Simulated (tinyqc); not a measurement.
Pump-down curve: gas flow in a process chamber: flow regimes, conductance, effective pumping speed, pump-down, outgassing and purge. Computed by tinyqc, a small Python program. Command: `OMP_NUM_THREADS=1 python tinyqc.py 3121570 3121571 out.jsonl pump walk`. One thread of a shared host (Intel(R) Xeon(R) Processor @ 2.30GHz), about 0.06 s of CPU time with the checks.

Ideal gas, isothermal flow, a pump of constant speed at the end of a round pipe; process gas, volume gas and outgassing are given the same properties. 1 sccm = 101325 Pa x 1e-6 m^3/60 s x T/273.15 K.

Inputs (values chosen for the exercise, modelled on hydrogen near room temperature):
```
quantity                     value            unit
molar mass M                 2.016           g/mol
molecular diameter            0.27              nm
viscosity eta                  8.9   micropascal s
temperature T                  293               K
chamber volume V                25               L
wall area                      2.7             m^2
pipe diameter d                6.3              cm
pipe length l                   14              cm
pump speed S                    73             L/s
outgassing rate after 1 h  3.5e-06  Pa m^3/(s m^2)
outgassing exponent n         0.81               -
starting pressure p0           430              Pa
```

Constants: k_B = 1.380649e-23 J/K; u = 1.6605390666e-27 kg.

Method:
- Mean speed c = sqrt(8 k_B T/(pi m)); aperture conductance C_a = c pi d^2/16; molecular pipe C_m = C_a/(1 + 3 l/(4 d)) (Dushman form); viscous pipe C_v = pi d^4 p_mean/(128 eta l); Knudsen interpolation C = C_v + C_m (1 + x)/(1 + 1.24 x), x = d p_mean sqrt(m/(k_B T))/eta.
- Effective speed 1/S_eff = 1/S + 1/C_m; time constant V/S_eff; pressure at which the free path k_B T/(sqrt2 pi d_m^2 p) equals d.
- Pump-down: V dp/dt = -S_eff(p) p + q(t) A, with S_eff = S p_2/p, where p_2 solves C((p + p_2)/2) (p - p_2) = S p_2 at each moment, and q(t) = q_1 (1 h/(t + 10 s))^n; integrated adaptively. At long times p = q(t) A/S_eff.
- S_eff(p) is tabulated at 260 pressures and interpolated in ln p. Comparison columns: p0 exp(-t/time constant) with the molecular S_eff (0 below 1e-26 p0), and the outgassing limit.

time constant = 0.391232 s

S_eff in molecular flow = 63.9007 L/s

Pressure against time:
```
t (s)       p (Pa)  S_eff (L/s)  volume gas only (Pa)  outgassing limit (Pa)
0.3     1.7922e+02       72.905            1.9973e+02             1.6988e-02
1       2.3421e+01       72.310            3.3373e+01             1.6107e-02
3       1.1953e-01       63.709            2.0103e-01             1.4068e-02
10      1.0098e-02       63.838            3.4103e-09             9.9242e-03
30      5.7097e-03       63.863                     0             5.6606e-03
100     2.5025e-03       63.884                     0             2.4946e-03
300     1.0790e-03       63.893                     0             1.0778e-03
1000    4.1418e-04       63.898                     0             4.1403e-04
3600    1.4757e-04       63.900                     0             1.4755e-04
20000   3.6858e-05       63.900                     0             3.6857e-05
100000  1.0011e-05       63.901                     0             1.0011e-05
```

From t = 10 s on the pressure is within 20 % of the outgassing limit, which falls only as (t + 10 s)^-0.81: walls, not volume, set the time to base pressure.
